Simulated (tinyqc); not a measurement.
Worked calculation: two-band model of a narrow-gap semiconductor with electrons and holes. Computed by tinyqc, a small Python program that keeps every step. Command: `OMP_NUM_THREADS=1 python tinyqc.py 3024455 3024456 out.jsonl bipolar walk`. One thread of a shared host (Intel(R) Xeon(R) Processor @ 2.30GHz), about 0.04 s of CPU time with the checks. Intermediate numbers are printed to about 6 digits and carried at full precision; extremes and crossings named in words are read from the listed rows.

Two parabolic bands with acoustic scattering (r = -1/2, a = 0), a gap that does not change with T, and fully ionised dopants. Melting is ignored, so values above the melting point are formal, and kappa_L does not change with T. eta_n = (E_F - E_c)/(k_B T), eta_p = -eta_n - E_g/(k_B T).

Inputs (values chosen for the exercise, modelled on PbTe):
```
quantity                                value        unit
electron mass m_n                        0.27         m_0
hole mass m_p                            0.29         m_0
electron mobility parameter mu_300,n     1200  cm^2/(V s)
hole mobility parameter mu_300,p          750  cm^2/(V s)
temperature exponent p                    1.5           -
band gap E_g                             0.31          eV
net doping N                          2.7e+16      1/cm^3
lattice thermal conductivity kappa_L      1.1     W/(m K)
temperature T                             270           K
```

Doping: n-type.

Constants: k_B = 8.617333262e-05 eV/K; m_0 = 9.1093837015e-31 kg; k_B = 1.380649e-23 J/K; hbar = 1.054571817e-34 J s; e = 1.602176634e-19 C.

## Fermi level

With x = E/(k_B T), a = alpha k_B T (0 for a parabolic band), G = x (1 + a x), D = 1 + 2 a x and <y> = int y f (1 - f) dx, f = 1/(1 + exp(x - eta)): tau = tau_0 G^r/D; transport function s = G^(3/2 + r)/D^2; n = N_0 <G^(3/2)> with N_0 = (2 m k_B T)^(3/2)/(3 pi^2 hbar^3). Integrals over x = E/(k_B T) use 160 Gauss-Legendre points in u = sqrt(x) from 0 to sqrt(max(eta, 0) + 32). Neutrality: n - p = N, with n = N_0(m_n) <x^(3/2)> at eta_n and p = N_0(m_p) <x^(3/2)> at eta_p.

eta_n = -4.68750

eta_p = -8.63620

## Each band alone

sigma = e mu_0 N_0 <s> with mu_0 = e tau_0/m = mu_300 (T/300 K)^(-p); |S| = (k_B/e)(<x s>/<s> - eta); Lorenz number L = (k_B/e)^2 (<x^2 s>/<s> - (<x s>/<s>)^2); kappa_e = L sigma T; zT = S^2 sigma T/(kappa_L + kappa_e). Hall factor r_H = <x^(3/2)> <x^(1/2)>/<s>^2.

Partial coefficients:
```
band       sigma (S/cm)  |S| (microvolt/K)  L (1e-8 V^2/K^2)  density (1/cm^3)  Hall factor
electrons       4.66794            576.680           1.48687       2.75941e+16      1.17744
holes         0.0628941            916.565           1.48520       5.94086e+14      1.17808
```

The minority carriers have the larger |S|, since the Fermi level lies farther from their band; they carry 1.3 % of the conductivity.

## Both bands together

Both bands together (these totals replace the one-band zT): sigma = sigma_n + sigma_p; S = (sigma_p |S_p| - sigma_n |S_n|)/sigma; kappa_bip = (sigma_n sigma_p/sigma)(|S_n| + |S_p|)^2 T; kappa_e = (L_n sigma_n + L_p sigma_p) T; zT = S^2 sigma T/(kappa_L + kappa_e + kappa_bip); weak-field R_H = (r_p sigma_p^2/p - r_n sigma_n^2/n)/(e sigma^2), where the Hall factors r_n and r_p are <x^(3/2)> <x^(1/2)>/<s>^2.

conductivity sigma = 4.73083 S/cm

Seebeck coefficient S = -556.828 microvolt/K

bipolar thermal conductivity = 0.00373614 W/(m K)

kappa_e = 0.00189919 W/(m K)

zT = 0.0358204

Hall coefficient R_H = -257.104 cm^3/C

The minority band lowers |S| from 577 to 557 microvolt/K, and bipolar flow adds 0.34 % of the thermal conductivity.

## The maximum of |S| and the Goldsmid-Sharp gap

T_max maximises |S| of the majority sign between 150 and 1200 K; the Goldsmid-Sharp estimate is E_g = 2 e |S_max| T_max.

T_max = 253.106 K

|S_max| = 562.232 microvolt/K

Goldsmid-Sharp gap = 0.284609 eV

estimate over true gap = 0.918094

The estimate is 0.92 times the true gap. The weighted-mobility ratio of majority to minority carriers, mu m^(3/2), is 1.44.

## Against temperature

The formulas are those given above.

The same sample:
```
T (K)   n (1/cm^3)   p (1/cm^3)  sigma (S/cm)  S (microvolt/K)  kappa_bip (W/(m K))         zT  R_H (cm^3/C)
150    2.70000e+16  2.43479e+09        11.010         -502.735          5.43368e-08  0.0378615  -2.71981e+02
200    2.70023e+16  2.32430e+12         7.160         -539.716          2.77286e-05  0.0378477  -2.72044e+02
250    2.71649e+16  1.64947e+14         5.177         -562.093          1.22651e-03  0.0370647  -2.67834e+02
300    2.98549e+16  2.85487e+15         4.571         -505.684          1.38779e-02  0.0314209  -2.10949e+02
350    4.40246e+16  1.70246e+16         6.266         -330.188          5.21256e-02  0.0206947  -9.18396e+01
400    7.83977e+16  5.13977e+16        10.363         -211.637          1.07375e-01  0.0152993  -3.50339e+01
500    2.30762e+17  2.03762e+17        23.973         -129.482          2.56933e-01  0.0146172  -8.63590e+00
600    5.28843e+17  5.01843e+17        42.768         -103.490          4.49425e-01  0.0173091  -3.42844e+00
750    1.30691e+18  1.27991e+18        76.098          -86.377          7.88225e-01  0.0215722  -1.32457e+00
900    2.51236e+18  2.48536e+18       111.056          -77.245          1.15772e+00  0.0247611  -6.76954e-01
1050   4.14374e+18  4.11674e+18       144.770          -71.338          1.53984e+00  0.0269508  -4.06546e-01
1200   6.18203e+18  6.15503e+18       176.001          -67.146          1.92606e+00  0.0284438  -2.70791e-01
```

Among the rows where S keeps the majority sign, zT is largest at 150 K (the edge of those rows) and |S| at 250 K. Among these rows sigma is least at 300 K; at higher T thermal pairs outweigh the falling mobility. kappa_bip reaches 1.93 W/(m K) at the last row, 1.75 times kappa_L.

Checks made by the program: neutrality (relative difference below 1e-10).
